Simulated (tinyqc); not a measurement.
## Tunnel rates from the two plateau currents

Question. With only the 0-1 transition of a spin-degenerate level in the bias window, I = 2 q G_in G_out/(2 G_in + G_out). Find GL and GR.

Constants: q = 1.602176634e-19 C. Results are converted to the units shown.

sizes of the plateau currents for electrons entering from the left and from the right (pA): 18.891488  10.603393

Answer. q/I(left) = 1/GR + 1/(2 GL) and q/I(right) = 1/GL + 1/(2 GR) are linear in 1/GL and 1/GR.

GL = 0.06900 1/ns
GR = 0.8100 1/ns

Numbers from tinyqc (`OMP_NUM_THREADS=1 python tinyqc.py 2780134 2780135 out.jsonl`; about 0.01 s on one thread of a shared Intel Xeon 2.30GHz).
